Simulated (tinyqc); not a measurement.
# Resistance of a source-drain extension with a graded tip: two studies

y runs along the channel, the gate covers y > 0. The doping is N0 for y < y0 and N0 10^(-(y - y0)/la) beyond, uniform over the depth xj. Sheet conductance s(y) = q mu(N) max(N - Nch, 0) xj + (for y > 0) ma Cox Vo, with mu(N) = u0 + (u1 - u0)/(1 + (N/Nr)^au) and Cox = eps0 eox/tox. Current is taken as one-dimensional; depletion of the tip, spreading and the contact are left out. The metallurgical junction lies at yj, where N = Nch.

Values chosen for this exercise; mobility law close to that of holes in silicon:

| symbol | value | unit | meaning |
|---|---|---|---|
| eox | 3.9 |  | relative permittivity of the gate insulator (close to silicon dioxide) |
| tox | 1.3 | nm | insulator thickness |
| N0 | 1.4e20 | cm^-3 | active doping of the extension far from the gate |
| la | 5.3 | nm/decade | lateral abruptness |
| xj | 9 | nm | depth of the extension |
| Nch | 2.6e18 | cm^-3 | channel doping |
| Ls | 10 | nm | spacer length |
| Vo | 0.72 | V | gate overdrive |
| ma | 56 | cm^2/(V s) | mobility of the gate-induced layer |
| u1 | 470.5 | cm^2/(V s) | mobility at low doping |
| u0 | 44.9 | cm^2/(V s) | mobility at high doping |
| Nr | 2.23e17 | cm^-3 | reference doping |
| au | 0.719 |  | exponent |
| Lg | 30 | nm | gate length |

Constants: q = 1.602176634e-19 C, eps0 = 8.8541878128e-14 F/cm where lengths are in cm. Results are converted to the units shown.

Each table varies one quantity; the others keep the values above.

## Abruptness at a fixed junction position

R_spacer = integral of dy/s from -Ls to 0, R_ov from 0 to yj, R_channel = (Lg - 2 yj)/(ma Cox Vo), R_total = 2 R_spacer + 2 R_ov + R_channel. Electrical length L_eff = ma Cox dR_total/d(1/Vo); R_series = R_total - L_eff/(ma Cox Vo). y0 is moved with la so that yj stays at 9.2751 nm.

The same in every row: yj (nm) = 9.275; R_channel (ohm um) = 106.9.

Abruptness at a fixed junction position:

| la (nm/decade) | R_spacer (ohm um) | R_ov (ohm um) | R_total (ohm um) | L_eff (nm) | R_series (ohm um) |
|---|---|---|---|---|---|
| 1 | 10.30 | 14.48 | 156.5 | 12.58 | 38.97 |
| 2.3 | 10.30 | 22.13 | 171.8 | 13.82 | 42.71 |
| 3.6 | 10.30 | 29.77 | 187.1 | 15.06 | 46.45 |
| 4.8 | 10.30 | 36.83 | 201.2 | 16.20 | 49.90 |
| 6.1 | 10.66 | 44.19 | 216.6 | 17.42 | 53.93 |
| 7.4 | 13.09 | 50.08 | 233.2 | 18.55 | 60.05 |
| 8.7 | 17.79 | 54.65 | 251.8 | 19.54 | 69.31 |
| 10 | 24.59 | 58.23 | 272.6 | 20.40 | 82.05 |

As la goes from 1 to 10 nm/decade, R_total rises from 156 to 273 ohm um, R_spacer rises from 10.3 to 24.6 ohm um and R_ov rises from 14.5 to 58.2 ohm um. R_total changes on average by 12.9 ohm um for each nm/decade. L_eff exceeds the metallurgical length by 1.13 nm in the first row and 8.95 nm in the last, since the gate also controls the lightly doped tips.

## Effect of the position under the gate where the fall begins

Same model as above.

Effect of the position under the gate where the fall begins:

| y0 (nm) | yj (nm) | R_spacer (ohm um) | R_ov (ohm um) | R_channel (ohm um) | R_total (ohm um) | L_eff (nm) | R_series (ohm um) |
|---|---|---|---|---|---|---|---|
| -6 | 3.175 | 31.50 | 23.04 | 220.8 | 329.9 | 27.58 | 72.41 |
| -4 | 5.175 | 16.68 | 31.77 | 183.5 | 280.4 | 24.47 | 51.91 |
| -2 | 7.175 | 11.45 | 36.96 | 146.1 | 242.9 | 20.79 | 48.86 |
| 0 | 9.175 | 10.30 | 39.68 | 108.8 | 208.7 | 16.87 | 51.18 |
| 2 | 11.18 | 10.30 | 41.53 | 71.43 | 175.1 | 12.91 | 54.52 |
| 4 | 13.18 | 10.30 | 43.39 | 34.08 | 141.5 | 8.953 | 57.86 |

As y0 goes from -6 to 4, R_total falls from 330 to 141 ohm um, L_eff falls from 27.6 to 8.95 nm and R_series goes from 72.4 through a minimum of 48.9 (at y0 = -2 among the rows listed) to 57.9 ohm um. More overlap also shortens the channel and adds capacitance, effects on threshold and speed that are left out.

Computed by the program tinyqc: `OMP_NUM_THREADS=1 python tinyqc.py 2282212 2282213 out.jsonl`, one thread of a shared Intel Xeon 2.30GHz, about 0.03 s for the whole run.
